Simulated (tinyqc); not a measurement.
Sublattice potential against complex hopping: Haldane model. Computed by the program tinyqc. 

Honeycomb lattice:
```
parameter     value
t1 (eV)    1.070000
t2 (eV)    0.180000
phi (rad)  2.210000
```

H_AA = delta - 2 t2 sum cos(k.b + phi), H_BB = -delta - 2 t2 sum cos(k.b - phi), H_AB = -t1 (1 + exp(-i k.a1) + exp(-i k.a2)), b = a1, a2 - a1, -a2, m = 3 sqrt3 t2 sin(phi); the sign of the Chern number follows the orientation k1 then k2.

Gaps at the two valleys (eV) and Chern number of the lower band (12 x 12 mesh):
```
delta    gap 2|delta - m|  gap 2|delta + m|  Chern number
-1.3510            4.2033            1.2007             0
-0.9760            3.4533            0.4507             0
-0.4500            2.4013            0.6013            -1
0.0000             1.5013            1.5013            -1
0.3000             0.9013            2.1013            -1
0.5630             0.3753            2.6273            -1
0.9380             0.3747            3.3773             0
1.5010             1.5007            4.5033             0
```

Here |m| = 0.7507 eV. For |delta| < |m| the two valleys have masses of opposite sign and the Chern number is +/-1; one gap closes at |delta| = |m|, and beyond it the band is trivial.
